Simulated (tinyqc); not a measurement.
# From drift mobility mu back to carrier density n

Model: mobility of a non-polar semiconductor in the relaxation-time approximation. Computed by tinyqc, a small Python program. Command: `OMP_NUM_THREADS=1 python tinyqc.py 3013596 3013597 out.jsonl rta inv`. One thread of a shared host (Intel(R) Xeon(R) Processor @ 2.30GHz), about 0.03 s of CPU time with the checks.

Each valley is treated as a sphere of mass m_d for states and rates, with one isotropic relaxation time; the conductivity mass m_c sets the current.

Inputs (values chosen for the exercise, modelled on holes in silicon):
```
quantity                                          value       unit
longitudinal mass m_l                             0.497        m_0
transverse mass m_t                               0.497        m_0
equivalent valleys Z                                  1          -
static permittivity eps_s                          11.7          -
density rho                                        2329     kg/m^3
sound velocity v_l                                 9210        m/s
acoustic deformation potential D_A                  5.7         eV
phonon energy hbar w                               65.7        meV
optical or intervalley deformation potential D_o    8.2  1e8 eV/cm
final valleys Z_f                                     1          -
compensation ratio C                                  0          -
temperature T                                       250          K
```

Band: parabolic. Impurity formula: Brooks-Herring. Further scattering: none.

Constants: k_B = 8.617333262e-05 eV/K; m_0 = 9.1093837015e-31 kg; e = 1.602176634e-19 C; hbar = 1.054571817e-34 J s; eps_0 = 8.8541878128e-12 F/m; k_B = 1.380649e-23 J/K; hbar = 6.582119569e-16 eV s.

Method:
- m_d = (m_l m_t^2)^(1/3); 1/m_c = (1/m_l + 2/m_t)/3; Hall mass factor A = 3 K_m (K_m + 2)/(2 K_m + 1)^2, K_m = m_l/m_t; N_I = n (1 + C)/(1 - C).
- Parabolic band: E = hbar^2 k^2/(2 m), speed v = hbar k/m, states per spin, volume and energy g(E) = m k/(2 pi^2 hbar^2). Here m = m_d. Masses are multiplied by m_0 and all formulas are in SI units.
- The reduced Fermi level eta = E_F/(k_B T) solves n = 2 Z int g f dE with f = 1/(1 + exp(x - eta)) (Z = 1 unless valleys are given); screening length L_s = sqrt(eps_s eps_0 k_B T/(e^2 dn/deta)), dn/deta = 2 Z int g f (1 - f) dE.
- Integrals over x = E/(k_B T) use 160 Gauss-Legendre points in u = sqrt(x) from 0 to sqrt(max(eta, 0) + 32).
- Phonon occupation N_q = 1/(exp(hbar w/(k_B T)) - 1).
- Acoustic deformation potential (elastic, equipartition, absorption and emission together): 1/tau = 2 pi k_B T D_A^2 g(E)/(hbar rho v_l^2).
- Optical or intervalley deformation potential: 1/tau = (pi Z_f D_o^2/(rho w)) [N_q g(E + hbar w) + (N_q + 1) g(E - hbar w)], with g = 0 below the band edge.
- Each optical term is multiplied by (1 - f(E'))/(1 - f(E)), E' the final energy, for Pauli blocking.
- Singly charged impurities, momentum relaxation: 1/tau = N_I e^4 m (1 + 2 alpha E) Phi/(8 pi (eps_s eps_0)^2 hbar^3 k^3), with alpha = 0 for a parabolic band.
- Brooks-Herring: Phi = ln(1 + b) - b/(1 + b), b = 4 k^2 L_s^2.
- mu = (m_d/m_c) (2 Z e/(3 n k_B T)) int g v^2 tau f (1 - f) dE.
- Averages over x are split at the emission threshold x_0 = hbar w/(k_B T): 64 Gauss-Legendre points in sqrt(x) below it and 128 in sqrt(x - x_0) above it, up to x = max(eta, 0) + 32.
- Rates are added at each energy before the average. With <y> = int g v^2 y f (1 - f) dE: Hall factor r_H = A (3 n k_B T/(2 Z m_d)) <tau^2/(1 + 2 alpha E)>/<tau>^2 (alpha = 0 for a parabolic band); Hall mobility r_H mu; |S| = (k_B/e) (<x tau>/<tau> - eta); resistivity 1/(n e mu).

Task: A run gave the result below. Find the carrier density n, known to lie between 6.4e+18 and 1.1e+19 1/cm^3.

drift mobility mu = 195.8348 cm^2/(V s)

Result:

Each step takes the trial c = (a f_b - b f_a)/(f_b - f_a), f being the result less the target and a, b, c the logarithms of the listed values; c replaces end b, the old b replaces a if the sign of f changed, and otherwise f_a is halved.

Scan of the range:
```
carrier density n (1/cm^3)  drift mobility mu (cm^2/(V s))
6.40e+18                                           221.582
7.00e+18                                           215.334
7.67e+18                                           209.193
8.39e+18                                           203.378
9.18e+18                                           197.740
1.01e+19                                           191.955
1.10e+19                                           186.945
```

False position (Illinois rule, in the logarithm of the input) inside the bracket:
```
step        end a        end b        trial  drift mobility mu (cm^2/(V s))
1     9.18000e+18  1.01000e+19  9.47339e+18                         195.813
2     9.18000e+18  9.47339e+18  9.46674e+18                         195.856
3     9.47339e+18  9.46674e+18  9.47001e+18                         195.835
4     9.46674e+18  9.47001e+18  9.47001e+18                         195.835
```

Drift mobility mu falls at every point of a 13-point scan of the range (every second point is shown), so one value fits; it is bracketed by 9.18e18 and 1.01e19. Answer: carrier density n = 9.470e18 1/cm^3.

Caution: above a few 1e18 per cm^3 the Born approximation, static screening and an unperturbed band are rough; measured mobilities are usually lower.
